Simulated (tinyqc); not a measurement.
Inside a calculation. Model: memristor with linear dopant drift, Biolek window.

Numbers from tinyqc (`OMP_NUM_THREADS=1 python tinyqc.py 2880151 2880152 out.jsonl`; about 0.2 s on one thread of a shared Intel Xeon 2.30GHz). Printed values are rounded.

A film of thickness D has a doped share x: R = Ron x + Roff (1 - x), i = v/R, dx/dt = k i F with k = mv Ron/D^2 and F = 1 - x^(2 p) for i >= 0 and 1 - (x - 1)^(2 p) for i < 0. The drive is v = V0 sin(2 pi f t). The model has no threshold and no heating.

Values chosen for this exercise: resistance of the fully doped film Ron = 200 ohm; resistance of the undoped film Roff = 40000 ohm; film thickness D = 5 nm; dopant mobility mv = 1.1e-14 m^2/(V s); doped share at t = 0 x0 = 0.41; amplitude V0 = 0.7 V; window exponent p = 2; frequency f = 7.6 Hz.

## Rate constant, charge and flux scales

k = mv Ron/D^2; R0 = R(x0); without a window the film fills (x = 1) after the charge (1 - x0)/k and the flux (R0^2 - Ron^2)/(2 k (Roff - Ron)); half a period supplies the flux V0/(pi f).

k = 88000 1/C
R0 = 23682.0 ohm
charge to fill = 6.70455 uC
flux to fill = 0.0800590 V s
flux of half a period = 0.0293180 V s

Half a period supplies 36.6 % of the flux to fill.

## Step 1: one Runge-Kutta step

x at step 0 = 0.41
j = 0

Step h = 1/(16 f), from t = j h. With g(t, x) = dx/dt: k1 = g(t, x), k2 = g(t + h/2, x + h k1/2), k3 = g(t + h/2, x + h k2/2), k4 = g(t + h, x + h k3), x(new) = x + h (k1 + 2 k2 + 2 k3 + k4)/6.

k1..k4 (1/s): [0.000000, 0.493116, 0.494515, 0.972798]
x at step 1 = 0.414041

## Step 2: one Runge-Kutta step

j = 1

As before.

k1..k4 (1/s): [0.97276, 1.42017, 1.42384, 1.82721]
x at step 2 = 0.425674

## Step 3: one Runge-Kutta step

j = 2

As before.

k1..k4 (1/s): [1.82702, 2.17121, 2.17556, 2.44821]
x at step 3 = 0.443450

## One period

The 16 Runge-Kutta steps against a converged integration; i uses the converged x.

One period:

| j | v (V) | x, coarse steps | x, converged | i (uA) |
|---|---|---|---|---|
| 0 | 0.0000 | 0.4100 | 0.4100 | 0.00 |
| 1 | 0.2679 | 0.4140 | 0.4140 | 11.39 |
| 2 | 0.4950 | 0.4257 | 0.4257 | 21.47 |
| 3 | 0.6467 | 0.4434 | 0.4434 | 28.93 |
| 4 | 0.7000 | 0.4650 | 0.4650 | 32.57 |
| 5 | 0.6467 | 0.4873 | 0.4873 | 31.38 |
| 6 | 0.4950 | 0.5067 | 0.5067 | 24.96 |
| 7 | 0.2679 | 0.5200 | 0.5200 | 13.88 |
| 8 | 0.0000 | 0.5247 | 0.5247 | 0.00 |
| 9 | -0.2679 | 0.5199 | 0.5199 | -13.87 |
| 10 | -0.4950 | 0.5064 | 0.5064 | -24.94 |
| 11 | -0.6467 | 0.4870 | 0.4870 | -31.37 |
| 12 | -0.7000 | 0.4653 | 0.4653 | -32.59 |
| 13 | -0.6467 | 0.4448 | 0.4448 | -29.00 |
| 14 | -0.4950 | 0.4282 | 0.4282 | -21.56 |
| 15 | -0.2679 | 0.4174 | 0.4174 | -11.45 |
| 16 | 0.0000 | 0.4137 | 0.4137 | 0.00 |

The current vanishes with the voltage (pinched loop). At the same voltage, j = 2 and 6, it is 21.5 uA on the way up and 25.0 uA on the way down. x peaks at 0.5247 at half period and ends at 0.4137, not at its starting value: this window differs for the two directions of the current. The coarse steps miss by at most 1.1e-6.
